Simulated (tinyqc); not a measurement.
Wafer bonding and layer transfer: bond energy, gap closing, particles, bonding of dissimilar wafers and hydrogen blisters: one step, computed by the program tinyqc.

gamma is the energy per area of each of the two surfaces; plates are isotropic.

Question. Void around a particle. E' = E1/(1 - nu^2), equal wafers assumed. Void radius in the plate regime: R_v = [(2/3) E' t1^3/gamma]^(1/4) h^(1/2). Below h_crit = 5 sqrt(t1 gamma/E') the wafers deform locally and R_v is of the order of h (taken as h).

Inputs (values chosen for the exercise, for model wafers):

| quantity | value | unit |
|---|---|---|
| Young's modulus E1 | 164 | GPa |
| Poisson ratio nu | 0.25 | - |
| thickness t1 | 725 | micrometre |
| particle radius h | 0.34 | micrometre |

bond energy gamma = 0.06921906 J/m^2

Give: critical particle radius; void radius.

Answer.

critical particle radius = 0.08469 micrometre

void radius = 2935 micrometre

The void is 8600 times the particle.
